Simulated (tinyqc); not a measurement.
Polycrystalline film, grain-boundary barriers (Seto model): one step of the calculation.

One-dimensional grains of size Lg with donors N; each boundary has Qt acceptor-like traps per area at one level Et below the band edge. Trapped electrons qt deplete a width w = qt/N (both sides together) and raise a barrier Vb = q N w^2/(8 eps0 eps_r). Current crosses the barriers by thermionic emission at small bias. Abrupt depletion, full ionisation, Boltzmann statistics.

Task. Trapped charge. w = qt/N, Vb = q N w^2/(8 eps0 eps_r), out = Qt/(1 + 2 (Nc/N) exp((Vb - Et)/Vt)); qt(new) = out.

Parameters, values chosen for the exercise; values close to those of polycrystalline silicon: temperature T = 300 K; relative permittivity of the semiconductor eps_r = 11.7; grain size Lg = 20 nm; trap density at a boundary Qt = 2.6e12 cm^-2; donor density N = 6.2e18 cm^-3; conduction-band density of states at T Nc = 2.8e19 cm^-3; trap level below the band edge Et = 0.55 eV.

Constants: q = 1.602176634e-19 C, kB = 1.380649e-23 J/K, Vt = kB T/q, eps0 = 8.8541878128e-14 F/cm where lengths are in cm. Results are converted to the units shown.

qt at the start = 2.4e12 cm^-2

Give: w; Vb; out; qt after iteration 1.

Result.

w = 3.8710 nm
Vb = 0.017960 V
out = 2.6000e12 cm^-2
qt after iteration 1 = 2.6000e12 cm^-2

Numbers from tinyqc (`OMP_NUM_THREADS=1 python tinyqc.py 2610104 2610105 out.jsonl`; about 0.01 s on one thread of a shared Intel Xeon 2.30GHz).
